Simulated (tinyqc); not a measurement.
Schottky barriers and band offsets from neutrality levels: one step. The density of gap states that S implies. Two cases, with inputs chosen for the exercise.

Task: S and PhiN are those of material 1, from the metal contact. In the picture of a dipole layer, S = 1/(1 + 4 pi (e^2/4 pi eps0) D dl/ei) with D states per area and energy. The charge in the gap states is D (WM - PhiN) S electrons missing per area, and the dipole step is (1 - S)(WM - PhiN). 1 angstrom^-2 = 1e16 cm^-2.

Constants: e^2/(4 pi eps0) = 14.39964547 eV angstrom.

Case 1.

Values chosen: WM = 4.21 eV (work function of a metal); dl = 3 angstrom (width of the interface dipole layer); ei = 1 (its dielectric constant).

S = 0.077634
PhiN = 4.92000 eV

Case 2.

Values chosen: WM = 5.11 eV (work function of a metal); dl = 2.7 angstrom (width of the interface dipole layer); ei = 1.5 (its dielectric constant).

S = 0.067112
PhiN = 4.85000 eV

Give: D; electrons missing from the gap states (negative: in excess); dipole step.

Result:

Case 1.

D = 2.189e+14 1/(cm^2 eV)
electrons missing from the gap states (negative: in excess) = -1.21e+13 cm^-2
dipole step = -0.655 eV

A surface holds about 1e15 atoms per cm^2, so 1.2 % of an electron per atom makes this step.

Case 2.

D = 4.268e+14 1/(cm^2 eV)
electrons missing from the gap states (negative: in excess) = 7.45e+12 cm^-2
dipole step = 0.243 eV

A surface holds about 1e15 atoms per cm^2, so 0.7 % of an electron per atom makes this step.

Computed by tinyqc, one run a case: `OMP_NUM_THREADS=1 python tinyqc.py N N+1 out.jsonl` with N = 1850612, 1850696; one thread of a shared Intel(R) Xeon(R) Processor @ 2.30GHz, about 0.01 s a run at most.
